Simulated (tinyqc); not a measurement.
# Donor binding, ionisation and the Mott limit: Freeze-out

Hydrogenic donor: Ry = (m0 q^3/(8 eps0^2 h^2)) me/eps_r^2 in eV, E0 = cc Ry, radius a = q/(8 pi eps0 eps_r E0), Mott density Nm = (0.26/a)^3. Below Nm the level sinks as Ed = E0 [1 - (N/Nm)^(1/3)]. Neutrality: Nc F12(eta) = N/(1 + 2 exp(eta + Ed/kB T)), F12(x) = (2/sqrt(pi)) int_0^infinity sqrt(u)/(1 + exp(u - x)) du.

Nc is given at 200 K and scales as T^1.5.

Values chosen for this exercise; band and dielectric values close to those of silicon:
- eps_r = 11.6 (relative permittivity)
- me = 0.262 m0 (mass in the hydrogenic formula, set independently of Nc)
- Nc = 1.54e19 cm^-3 (conduction-band density of states at 200 K)
- cc = 1.1 (ratio of the true binding energy to the hydrogenic one)
- N = 3.5e16 cm^-3 (donor density)

Constants: q = 1.602176634e-19 C, kB = 1.380649e-23 J/K, eps0 = 8.8541878128e-12 F/m, h = 6.62607015e-34 J s, m0 = 9.1093837015e-31 kg, Vt = kB T/q. Results are converted to the units shown.

Result of one run:
```
T (K)     eta  n (cm^-3)  ionised (%)  ln(n/T^0.75)
300    -6.700   3.480e16        99.44         33.81
```

What becomes of these results when the temperature T is changed from 300 to 45 K, all else the same?

Result of the changed run:
```
T (K)     eta  n (cm^-3)  ionised (%)  ln(n/T^0.75)
45     -5.175   9.280e15        26.51         33.91
```

The whole series:
```
T (K)     eta  n (cm^-3)  ionised (%)  ln(n/T^0.75)
30     -6.121   1.963e15        5.608         32.66
45     -5.175   9.280e15        26.51         33.91
60     -4.921   1.840e16        52.56         34.38
80     -4.976   2.683e16        76.65         34.54
110    -5.280   3.192e16        91.19         34.48
150    -5.689   3.381e16        96.59         34.30
220    -6.241   3.458e16        98.81         34.04
300    -6.700   3.480e16        99.44         33.81
400    -7.129   3.490e16        99.70         33.60
```

The ionised share rises from 5.61 to 99.7 %. Between the first two rows ln(n/T^0.75) has the slope -9.69 meV against q/kB T; deep freeze-out without compensation gives -Ed/2 = -10.7 meV, a limit that these rows do not reach, since a large share is already ionised.

Range of the model: A sharp level with degeneracy 2 overstates freeze-out near Nm, where the impurity band broadens and merges with the conduction band.

tinyqc, about 0.02 s, one thread, Intel Xeon 2.30GHz (shared host): `OMP_NUM_THREADS=1 python tinyqc.py 2330133 2330134 out.jsonl`
